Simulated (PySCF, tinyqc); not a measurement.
Orbital energy against energy difference: ionisation energy by orbital energies and by energy differences in the 6-31g basis, for H4, spin multiplicity 1. Computed by the program tinyqc with PySCF. The cation is unrestricted; errors are against CCSD(T) in this basis, not against experiment.

Geometry (angstrom):
```
atom,x,y,z
H,0.0000,0.0000,0.0000
H,0.0000,0.0000,0.7780
H,0.0000,0.9370,0.0000
H,0.0000,0.9370,0.7780
```

CCSD(T) difference in the same basis = 9.4879 eV

IP-EOM-CCSD = 9.5137 eV

First vertical ionisation energy (eV):
```
method,-e(HOMO),E(cation) - E,error of -e(HOMO),error of the difference
HF,9.1624,8.693253,-0.3255,-0.7946
LDA,4.4839,9.364074,-5.0040,-0.1238
PBE,4.5418,9.380984,-4.9461,-0.1069
B3LYP,5.7232,9.565769,-3.7647,0.0779
PBE0,5.9093,9.426951,-3.5786,-0.0609
CAM-B3LYP,7.3368,9.513547,-2.1511,0.0257
LC-wPBE,8.7665,9.485765,-0.7214,-0.0021
```

What does the comparison show, and why?

Koopmans errs by -0.33 eV and Delta-HF by -0.79 eV: relaxation, 0.47 eV, lowers the value and the missing correlation difference works against it. The PBE level is off by -4.9 eV through the wrong tail of its potential, though its energy difference is off by -0.11 eV; exact exchange deepens the level, and among the orbital energies HF comes closest; among the differences LC-wPBE does. The restricted reference is unstable here: a spin-polarised solution lies 0.0077 hartree lower (PySCF), so results built on it describe a poor reference.
